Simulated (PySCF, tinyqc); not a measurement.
RHF in the 6-31g basis, for H3-, spin multiplicity 1, step by step. The basis has no diffuse functions, so it cannot describe the extra electron: this is an exercise in the method, not the real anion. The lowest restricted solution is unstable here: a spin-polarised one lies 0.0666 hartree lower (PySCF). One step of it, computed by the program tinyqc.

Question. Iteration 2: DIIS coefficients. Solve [B -1; -1 0][c; lambda] = [0; -1] for the coefficients, which sum to one.

B (overlaps of the stored error matrices):
```
               1              2
1  1.8539498e+00  4.6053940e-02
2  4.6053940e-02  4.2907971e-03
```

Give: DIIS coefficients.

Answer.

DIIS coefficients: -0.0236  1.0236
